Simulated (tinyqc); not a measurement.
Chemical vapour deposition: Grove model, boundary layer, depletion and step coverage: one step, computed by the program tinyqc. Command: `OMP_NUM_THREADS=1 python tinyqc.py 3013651 3013652 out.jsonl cvd walk`. One thread of a shared host (Intel(R) Xeon(R) Processor @ 2.30GHz), about 0.01 s of CPU time with the checks.

A precursor diffuses to the surface and reacts there at first order; each molecule that reacts adds one formula unit of film.

Question. Gas-phase and surface constants. k_s = k0 exp(-E/(k_B T)); C_g = Y p/(k_B T), 1 torr = 133.322 Pa; D = D0 (T/273.15)^1.75 (760/p). Temperatures in kelvin are T(C) + 273.15. Mean speed c = sqrt(8 k_B T/(pi M)); reactive sticking probability beta = 4 k_s/c.

Inputs (values chosen for the exercise, close to those used for epitaxial silicon from a chlorosilane): prefactor k0 of k_s = 7.9e+06 cm/s; activation energy E = 1.83 eV; temperature T = 1140 C; total pressure p = 170 torr; mole fraction of the precursor Y = 0.0013; gas diffusivity D0 at 273.15 K and 760 torr = 0.59 cm^2/s; precursor mass M = 101 u.

Reactor: horizontal, reduced pressure.

Constants: k_B = 1.380649e-23 J/K; u = 1.6605390666e-27 kg; k_B = 8.617333262e-05 eV/K.

Give: surface rate constant k_s; precursor density C_g; gas diffusivity D; mean speed c; sticking probability beta.

Answer.

surface rate constant k_s = 2.3508 cm/s

precursor density C_g = 1.5102e+15 1/cm^3

gas diffusivity D = 46.811 cm^2/s

mean speed c = 54428 cm/s

sticking probability beta = 1.7277e-04
